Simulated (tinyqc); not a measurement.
# Read current of a NAND string, cells in series solved by shooting: what changes with what

Cells in series, numbered from 0 at the source line (0 V) to the bit line, each followed by a gap resistance Rg. A cell with gate Vg, threshold VT, source Vs and drain Vd passes I = 2 nf K Vt^2 [F(Vs) - F(Vd)]/(1 + th max(Vg - VT, 0)), F(V) = ln^2(1 + exp((Vg - VT - nf V)/(2 nf Vt))). The selected cell has Vg = Vr, the others Vg = Vp.

Parameters, values chosen for the exercise; values of the order met in vertical NAND strings: temperature T = 300 K; gain factor of a cell K = 22 uA/V^2; slope factor nf = 2.2; mobility reduction factor th = 0.17 1/V; resistance of the gap between cells Rg = 17 kohm; bit-line voltage Vbl = 0.4 V; pass voltage Vp = 6.6 V; threshold of an erased cell Ve = -2 V; threshold of the highest state Vh = 3.4 V; threshold of the selected cell Vx = 2.6 V; sensing current Is = 10 nA; read voltage on the selected word line Vr = 3.67 V.

Constants: q = 1.602176634e-19 C, kB = 1.380649e-23 J/K, Vt = kB T/q. Results are converted to the units shown.

Each table varies one quantity; the others keep the values above.

## Read current against the number of cells

For a trial current I start at 0 V and, cell by cell, solve for the drain: sqrt(F(Vd)) = sqrt(F(Vs) - I/k), k = 2 nf K Vt^2/(1 + th max(Vg - VT, 0)), Vd = [Vg - VT - 2 nf Vt ln(exp(sqrt F) - 1)]/nf, then add I Rg. The string current is the I for which the last node reaches Vbl. The apparent threshold is the Vr at which I = Is. Background: all other cells erased (VT = Ve) or all in the highest state (VT = Vh); ratio and shift are high over erased and high minus erased. The selected cell is in the middle, cell n/2.

Result of one run:

| n | I, others erased (uA) | I, others high (uA) | ratio | apparent VT, erased (V) | apparent VT, high (V) | background shift (mV) |
|---|---|---|---|---|---|---|
| 16 | 0.7095 | 0.5418 | 0.7637 | 2.522 | 2.524 | 1.573 |

What becomes of these results when the number of cells n is changed from 16 to 96, all else the same?

Result of the changed run:

| n | I, others erased (uA) | I, others high (uA) | ratio | apparent VT, erased (V) | apparent VT, high (V) | background shift (mV) |
|---|---|---|---|---|---|---|
| 96 | 0.1324 | 0.09667 | 0.7299 | 2.549 | 2.558 | 9.543 |

The whole series:

| n | I, others erased (uA) | I, others high (uA) | ratio | apparent VT, erased (V) | apparent VT, high (V) | background shift (mV) |
|---|---|---|---|---|---|---|
| 8 | 1.253 | 1.001 | 0.7985 | 2.520 | 2.520 | 0.7857 |
| 16 | 0.7095 | 0.5418 | 0.7637 | 2.522 | 2.524 | 1.573 |
| 32 | 0.3793 | 0.2822 | 0.7439 | 2.527 | 2.531 | 3.153 |
| 64 | 0.1963 | 0.1440 | 0.7335 | 2.538 | 2.544 | 6.334 |
| 96 | 0.1324 | 0.09667 | 0.7299 | 2.549 | 2.558 | 9.543 |
| 128 | 0.09992 | 0.07275 | 0.7281 | 2.559 | 2.572 | 12.78 |
| 192 | 0.06701 | 0.04867 | 0.7263 | 2.580 | 2.600 | 19.34 |

With erased neighbours the current falls from 1.25 to 0.0670 uA, as n^(-0.82) between the first two rows and n^(-0.99) between the last two (-1 once the series resistance rules). The ratio falls from 0.798 to 0.726 and the background shift rises from 0.786 to 19.3 mV.

## Effect of the read voltage on the selected word line

Same model as above.

The string has 128 cells and the selected one is cell 64.

The same in every row: apparent VT, erased (V) = 2.559; apparent VT, high (V) = 2.572; background shift (mV) = 12.78.

Result of one run:

| Vr (V) | I, others erased (uA) | I, others high (uA) | ratio |
|---|---|---|---|
| 2.3 | 3.023e-4 | 3.004e-4 | 0.9937 |

What becomes of these results when the read voltage on the selected word line Vr is changed from 2.3 to 3.1 V, all else the same?

Result of the changed run:

| Vr (V) | I, others erased (uA) | I, others high (uA) | ratio |
|---|---|---|---|
| 3.1 | 0.08750 | 0.06663 | 0.7615 |

The whole series:

| Vr (V) | I, others erased (uA) | I, others high (uA) | ratio |
|---|---|---|---|
| 2.3 | 3.023e-4 | 3.004e-4 | 0.9937 |
| 2.7 | 0.02634 | 0.02238 | 0.8497 |
| 3.1 | 0.08750 | 0.06663 | 0.7615 |
| 3.5 | 0.09919 | 0.07238 | 0.7298 |
| 3.9 | 0.1004 | 0.07301 | 0.7270 |
| 4.3 | 0.1009 | 0.07325 | 0.7260 |
| 4.7 | 0.1011 | 0.07337 | 0.7255 |
| 5.1 | 0.1013 | 0.07345 | 0.7252 |

As Vr goes from 2.3 to 5.1 V, the current with erased neighbours rises from 3.02e-4 to 0.101 uA, that with high neighbours rises from 3.00e-4 to 0.0734 uA and the ratio falls from 0.994 to 0.725. The apparent thresholds do not depend on Vr.

tinyqc, about 1 s, one thread, Intel Xeon 2.30GHz (shared host): `OMP_NUM_THREADS=1 python tinyqc.py 2142268 2142269 out.jsonl`
